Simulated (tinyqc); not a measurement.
Bulk resistivity and mean free path from two films.

Question. In the thick-film limit single-crystal films obey rho = rho0 (1 + 3 (1 - ps) lam/(8 d)). Find rho0, lam and the product rho0 lam.

Values chosen for this exercise: specular share of surface scattering ps = 0.

rho at d = 59 and 230 nm (uohm cm): 2.0860847  1.7767348

Answer. rho is a straight line in 1/d: the intercept is rho0 and the slope (3/8)(1 - ps) rho0 lam. Without ps only the product (1 - ps) lam could be found.

rho0 = 1.67 uohm cm
lam = 39.2 nm
rho0 lam = 65.5 uohm cm nm

Program tinyqc, `OMP_NUM_THREADS=1 python tinyqc.py 2100034 2100035 out.jsonl`; Intel Xeon 2.30GHz, shared host, one thread, about 0.01 s.
